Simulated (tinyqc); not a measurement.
## Junction parameters from two forward currents

Inverse problem. D(v) = J1 (exp(v/Vt) - 1) + J2 (exp(v/(2 Vt)) - 1). Find J1, J2 and the voltage 2 Vt ln(J2/J1) near which both parts are equal.

Inputs (values chosen for the exercise): temperature T = 330 K.

Constants: q = 1.602176634e-19 C, kB = 1.380649e-23 J/K, Vt = kB T/q. Results are converted to the units shown.

junction voltages (V): [0.27, 0.62]
currents (uA/um): [4.0420234e-7, 0.021330388]

Solution. The current is linear in J1 and J2, so two points give two equations.

J1 = 7.20e-12 uA/um
J2 = 2.70e-9 uA/um
crossover = 0.337 V

Program tinyqc, `OMP_NUM_THREADS=1 python tinyqc.py 2182139 2182140 out.jsonl`; Intel Xeon 2.30GHz, shared host, one thread, about 0.2 s.
